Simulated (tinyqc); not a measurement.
Thickness series: Landau-Devonshire theory of a uniaxial ferroelectric. Computed by tinyqc, a small Python program. Command: `OMP_NUM_THREADS=1 python tinyqc.py 3016974 3016975 out.jsonl ferro walk`. One thread of a shared host (Intel(R) Xeon(R) Processor @ 2.30GHz), about 0.01 s of CPU time with the checks.

G(P) = (alpha/2) P^2 + (beta*/4) P^4 + (gamma/6) P^6 - E P per volume, SI units, one domain, P along the polar axis.

Inputs (values chosen for the exercise, for a model ferroelectric):

| quantity | value | unit |
|---|---|---|
| alpha_0 | 283000 | J m/(C^2 K) |
| Curie-Weiss temperature T0 | 370 | K |
| beta | -2.06e+08 | J m^5/C^4 |
| gamma | 6.78e+08 | J m^9/C^6 |
| temperature T | 224 | K |
| film thickness d | 49 | nm |
| screening length lambda | 0.0061 | nm |
| background permittivity eps_b | 7 | - |
| series capacitance C_d | 1.2 | microfarad/cm^2 |

Sample: free crystal.

Constants: eps_0 = 8.8541878128e-12 F/m.

Method:
- alpha = alpha_0 (T - T0*), T0* = T0, beta* = beta.
- Ps^2 = [-beta* + sqrt(beta*^2 - 4 alpha gamma)]/(2 gamma).
- chi = 1/(eps_0 G''), G'' = alpha + 3 beta* P^2 + 5 gamma P^4 at Ps. Ps, chi and the coercive field are for perfect screening, without a depolarising field. The intrinsic coercive field is |alpha P + beta* P^3 + gamma P^5| at the P_c where G'' = 0. 1 C/m^2 = 100 microcoulomb/cm^2.
- Between shorted electrodes with screening length lambda each, the depolarising field is -k P, k = 2 lambda/(eps_0 (d + 2 lambda eps_b)), so alpha turns into alpha + k.
- The polar state is the lowest uniform state while alpha + k < 0 (beta* > 0) or < 3 beta*^2/(16 gamma) (beta* < 0); setting the equality gives the critical thickness d_c.
- Domains are left out, though they can pre-empt both the loss of P and the state at P = 0. The second and third columns are for the shorted capacitor, polar only where it is the lowest uniform state: alpha + k < 0 (beta* > 0) or < 3 beta*^2/(16 gamma) (beta* < 0). The last column is another circuit, the film in series with C_d at P = 0: 1/C = (alpha d)/(1 + alpha eps_0 eps_b) + 1/C_d, and P = 0 is locally stable while 1/C > 0; a dash marks the rest.

alpha = -4.13180e+07 J m/C^2

beta* = -2.06e+08 J m^5/C^4

critical thickness d_c = 25.8860 nm

spontaneous polarisation Ps = 66.4665 microcoulomb/cm^2

Against thickness:

| d (nm) | P (microcoulomb/cm^2) | depolarising field (MV/m) | C of the stack / C_d |
|---|---|---|---|
| 1 | 0.000 | 0.000 | 1.0005 |
| 2 | 0.000 | 0.000 | 1.0010 |
| 3 | 0.000 | 0.000 | 1.0015 |
| 5 | 0.000 | 0.000 | 1.0025 |
| 8 | 0.000 | 0.000 | 1.0040 |
| 15 | 0.000 | 0.000 | 1.0075 |
| 30 | 52.939 | 24.245 | 1.0151 |
| 60 | 61.316 | 14.061 | 1.0307 |
| 150 | 64.606 | 5.931 | 1.0806 |

The polar state appears between 15 and 30 nm (d_c = 25.9 nm), and at 150 nm P is 97.2 % of Ps. The stack exceeds C_d wherever it is stable, up to 1.08 times: the ferroelectric held at P = 0 acts as a negative capacitance.

Extremes, crossings and ranges named in words are read from the listed rows.
